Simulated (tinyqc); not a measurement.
CMOS latch-up, two-transistor model: course of the iteration: response to the injected current, once round the loop per iteration.

A parasitic pnp (emitter at Vdd, base shunted by Rw) and npn (emitter at ground, base shunted by Rs) feed each other: the npn collector current flows out of the pnp base node, the pnp collector current into the npn base node. Forward-active transistors with constant gains: Icn = Isn exp(Vn/Vt), Icp = Isp (exp(Vp/Vt) - 1). A current Ii is injected into the npn base node.

Icn = Isn exp(Vn/Vt); Vp solves Vp/Rw + Icp/bp = Icn; Vn(new) solves Vn/Rs + (Isn/bn) exp(Vn/Vt) = Icp + Ii.

Stop when Vn changes by less than 1e-9 V, or after 150 iterations. Vn must stay below 1.1 V.

Parameters, values chosen for the exercise; values close to those of bulk CMOS: temperature T = 293 K; current gain of the npn bn = 12.9; current gain of the pnp bp = 3.5; saturation current of the npn at T Isn = 2.2e-15 A; saturation current of the pnp at T Isp = 9.3e-16 A; substrate resistance shunting the npn Rs = 280 ohm; well resistance shunting the pnp Rw = 1700 ohm; current injected into the substrate Ii = 2.42 mA.

Constants: q = 1.602176634e-19 C, kB = 1.380649e-23 J/K, Vt = kB T/q. Results are converted to the units shown.

Vn at the start = 0.5 V

Course of the iteration:

| iteration | Vn (V) | \|change\| (V) |
|---|---|---|
| 1 | 0.664668 | 0.165 |
| 2 | 0.724711 | 0.0600 |
| 3 | 0.818432 | 0.0937 |
| 4 | 0.914557 | 0.0961 |
| 5 | 1.01075 | 0.0962 |
| 6 | 1.10695 | 0.0962 |

Did this iteration meet its convergence test, and what does its course show?

No. Stopped after 6 iteration(s) without a result. Vn climbs without settling and passes 1.1 V: Ii = 2.42 mA exceeds the trigger current of 2.343 mA, so no off state exists and the structure latches. A rerun with Ii = 2.1 mA converges in 2 iterations.

Computed by the program tinyqc: `OMP_NUM_THREADS=1 python tinyqc.py 2670026 2670027 out.jsonl`, one thread of a shared Intel Xeon 2.30GHz, about 0.06 s for the whole run.
